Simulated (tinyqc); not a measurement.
Square lattice in a magnetic field (Harper-Hofstadter model): one step. Band edges. Three cases, with inputs chosen for the exercise.

Problem. Diagonalise at (0, 0) and (pi/q, pi/q).

Landau gauge, lattice period 1: the magnetic cell has q sites j = 0 to q - 1 along x. H_jj = -2 ty cos(ky + 2 pi p j/q), H_(j,j+1) = -tx, and the bond from q - 1 back to 0 is H_(q-1,0) = -tx exp(i q kx). The levels depend on k only through cos(q kx) and cos(q ky), so the band edges lie at (0, 0) and (pi/q, pi/q).

Give: Bands (meV).

Case 1.

Values chosen: p = 2 (flux per plaquette p/q, in units of h/e); q = 5; tx = 1.8 meV (hopping along x); ty = 1 meV (hopping along y).

Solution.

Bands (meV):

| band | bottom | top | width | gap above |
|---|---|---|---|---|
| 1 | -3.9186 | -3.3810 | 0.5376 | 0.1678 |
| 2 | -3.2132 | -2.2624 | 0.9508 | 1.8492 |
| 3 | -0.4132 | 0.4132 | 0.8263 | 1.8492 |
| 4 | 2.2624 | 3.2132 | 0.9508 | 0.1678 |
| 5 | 3.3810 | 3.9186 | 0.5376 | - |

The bands cover 3.803 meV of the zero-field width 4 (tx + ty) = 11.2 meV.

Case 2.

Values chosen: p = 2 (flux per plaquette p/q, in units of h/e); q = 7; tx = 1.7 meV (hopping along x); ty = 1.7 meV (hopping along y).

Solution.

Bands (meV):

| band | bottom | top | width | gap above |
|---|---|---|---|---|
| 1 | -4.6323 | -4.4419 | 0.1904 | 0.0344 |
| 2 | -4.4075 | -4.1666 | 0.2409 | 2.8033 |
| 3 | -1.3633 | -0.9914 | 0.3719 | 0.6700 |
| 4 | -0.3214 | 0.3214 | 0.6428 | 0.6700 |
| 5 | 0.9914 | 1.3633 | 0.3719 | 2.8033 |
| 6 | 4.1666 | 4.4075 | 0.2409 | 0.0344 |
| 7 | 4.4419 | 4.6323 | 0.1904 | - |

The bands cover 2.249 meV of the zero-field width 4 (tx + ty) = 13.6 meV.

Case 3.

Values chosen (a lateral superlattice; not measured data): p = 4 (flux per plaquette p/q, in units of h/e); q = 5; tx = 1.9 meV (hopping along x); ty = 1.9 meV (hopping along y).

Solution.

Bands (meV):

| band | bottom | top | width | gap above |
|---|---|---|---|---|
| 1 | -5.6363 | -5.5140 | 0.1222 | 2.9520 |
| 2 | -2.5620 | -1.7140 | 0.8480 | 0.9883 |
| 3 | -0.7257 | 0.7257 | 1.4515 | 0.9883 |
| 4 | 1.7140 | 2.5620 | 0.8480 | 2.9520 |
| 5 | 5.5140 | 5.6363 | 0.1222 | - |

The bands cover 3.392 meV of the zero-field width 4 (tx + ty) = 15.2 meV.

Computed by tinyqc, one run a case: `OMP_NUM_THREADS=1 python tinyqc.py N N+1 out.jsonl` with N = 1281513, 1281760, 1282579; one thread of a shared Intel(R) Xeon(R) Processor @ 2.30GHz, about 0.1 s a run at most.
